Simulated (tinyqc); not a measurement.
X-ray reflectivity of a thin film on silicon: critical angles, Parratt recursion, fringes and roughness: one step, computed by the program tinyqc. Command: `OMP_NUM_THREADS=1 python tinyqc.py 3120584 3120585 out.jsonl xrr walk`. One thread of a shared host (Intel(R) Xeon(R) Processor @ 2.30GHz), about 0.01 s of CPU time with the checks.

n = 1 - delta + i beta; the classical electron radius is r_e = 2.8179403e-6 nm. Layer 0 is vacuum, 1 the film, 2 the substrate.

Problem. Reflectivity at one angle. k_j = (2 pi/lambda) sqrt(sin^2 theta - 2 delta_j + 2 i beta_j); r_ij = (k_i - k_j)/(k_i + k_j) x exp(-2 k_i k_j sigma^2) (Nevot-Croce); r = (r_01 + r_12 p)/(1 + r_01 r_12 p), p = exp(2 i k_1 d); R = |r|^2.

Inputs (values chosen for the exercise, modelled on TaN on silicon, copper K-alpha radiation):

| quantity | value | unit |
|---|---|---|
| wavelength lambda | 0.15406 | nm |
| film thickness d | 67.6 | nm |
| roughness of the surface sigma_1 | 0.88 | nm |
| roughness of the interface sigma_2 | 0.31 | nm |
| grazing angle theta | 0.991 | degrees |

Constants:

| layer | rho_e (1/nm^3) | delta | beta | critical angle (degrees) | q_c (1/nm) |
|---|---|---|---|---|---|
| film | 3522.169 | 3.749229e-05 | 3.299321e-06 | 0.4961450 | 0.7063272 |
| substrate | 711.402 | 7.572626e-06 | 1.741704e-07 | 0.2229774 | 0.3174375 |

Give: k_0, k_1, k_2; 1000 r_01; 1000 r_12; p; reflectivity R; q = 4 pi sin(theta)/lambda.

Solution.

k_0, k_1, k_2 (1/nm): 0.7054  0.6107+0.0090i  0.6873+0.0004i

1000 r_01 = 36.87-4.12i

1000 r_12 = -54.40+6.55i

p = 0.1890+0.2287i

reflectivity R = 8.650e-04

q = 4 pi sin(theta)/lambda = 1.411 1/nm
